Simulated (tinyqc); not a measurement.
Worked calculation: UHF in the sto-3g basis, for H4, spin multiplicity 3. This run ends on a higher stationary point, not on the lowest solution. One step of it, computed by the program tinyqc.

Problem. Iteration 1: building the Fock matrix. J_ij = sum D_kl (ij|kl) with D = D(alpha) + D(beta), K_ij = sum D_kl (ik|jl) for each spin; F = H + J - K(s); E = tr D H + tr D J / 2 - 0.5 sum_s tr D(s) K(s) + E_nn.

D(alpha) at the start:
```
           1H 1s      2H 1s      3H 1s      4H 1s
1H 1s   0.732113  -0.415142  -0.099396  -0.334657
2H 1s  -0.415142   0.975785  -0.287114  -0.160249
3H 1s  -0.099396  -0.287114   1.029469  -0.367489
4H 1s  -0.334657  -0.160249  -0.367489   0.704813
```

D(beta) at the start:
```
           1H 1s      2H 1s      3H 1s      4H 1s
1H 1s   0.641580  -0.121578  -0.190762  -0.413641
2H 1s  -0.121578   0.023039   0.036149   0.078384
3H 1s  -0.190762   0.036149   0.056720   0.122989
4H 1s  -0.413641   0.078384   0.122989   0.266684
```

core Hamiltonian H = T + V (hartree):
```
           1H 1s      2H 1s      3H 1s      4H 1s
1H 1s  -1.053974  -0.333250  -0.016498  -0.000281
2H 1s  -0.333250  -1.255323  -0.307986  -0.016461
3H 1s  -0.016498  -0.307986  -1.255176  -0.332713
4H 1s  -0.000281  -0.016461  -0.332713  -1.053733
```

Two-electron integrals (ij|kl) in chemists' order, unique and non-zero (hartree):
```
(11|11) 0.774606   (21|11) 0.109257   (21|21) 0.024678   (22|11) 0.319973
(22|21) 0.109257   (22|22) 0.774606   (31|11) 0.002747   (31|21) 0.000780
(31|22) 0.004576   (31|31) 0.000033   (32|11) 0.040383   (32|21) 0.012841
(32|22) 0.093950   (32|31) 0.000691   (32|32) 0.018789   (33|11) 0.157914
(33|21) 0.045009   (33|22) 0.305135   (33|31) 0.002747   (33|32) 0.093950
(33|33) 0.774606   (41|11) 0.000024   (41|21) 0.000007   (41|22) 0.000051
(41|31) 3.91e-07   (41|32) 0.000010   (41|33) 0.000051   (41|41) 5.84e-09
(42|11) 0.001378   (42|21) 0.000400   (42|22) 0.002740   (42|31) 0.000023
(42|32) 0.000690   (42|33) 0.004565   (42|41) 3.90e-07   (42|42) 0.000032
(43|11) 0.027010   (43|21) 0.007220   (43|22) 0.044934   (43|31) 0.000400
(43|32) 0.012819   (43|33) 0.109065   (43|41) 0.000007   (43|42) 0.000777
(43|43) 0.024599   (44|11) 0.106154   (44|21) 0.027047   (44|22) 0.157867
(44|31) 0.001381   (44|32) 0.040366   (44|33) 0.319792   (44|41) 0.000024
(44|42) 0.002740   (44|43) 0.109065   (44|44) 0.774606
```

nuclear repulsion = 1.37786458 hartree

Give: Coulomb J; exchange K(alpha); exchange K(beta); F(alpha); F(beta); total energy of this density.

Solution.

Coulomb J (hartree):
```
        1H 1s   2H 1s   3H 1s   4H 1s
1H 1s  1.5057  0.2974  0.0113  0.0001
2H 1s  0.2974  1.5085  0.2606  0.0111
3H 1s  0.0113  0.2606  1.5225  0.2798
4H 1s  0.0001  0.0111  0.2798  1.2995
```

exchange K(alpha) (hartree):
```
         1H 1s    2H 1s    3H 1s    4H 1s
1H 1s   0.4995   0.0346  -0.0389  -0.0449
2H 1s   0.0346   0.6444   0.0686  -0.0457
3H 1s  -0.0389   0.0686   0.6935   0.0512
4H 1s  -0.0449  -0.0457   0.0512   0.4898
```

exchange K(beta) (hartree):
```
         1H 1s   2H 1s    3H 1s    4H 1s
1H 1s   0.4700  0.0230  -0.0418  -0.0466
2H 1s   0.0230  0.0103   0.0118   0.0080
3H 1s  -0.0418  0.0118   0.0850   0.0808
4H 1s  -0.0466  0.0080   0.0808   0.2353
```

F(alpha) (hartree):
```
         1H 1s    2H 1s    3H 1s    4H 1s
1H 1s  -0.0478  -0.0705   0.0337   0.0447
2H 1s  -0.0705  -0.3913  -0.1160   0.0403
3H 1s   0.0337  -0.1160  -0.4262  -0.1040
4H 1s   0.0447   0.0403  -0.1040  -0.2441
```

F(beta) (hartree):
```
         1H 1s    2H 1s    3H 1s    4H 1s
1H 1s  -0.0182  -0.0589   0.0366   0.0465
2H 1s  -0.0589   0.2428  -0.0592  -0.0134
3H 1s   0.0366  -0.0592   0.1823  -0.1337
4H 1s   0.0465  -0.0134  -0.1337   0.0105
```

total energy of this density = -1.295564 hartree

This density is the starting one.
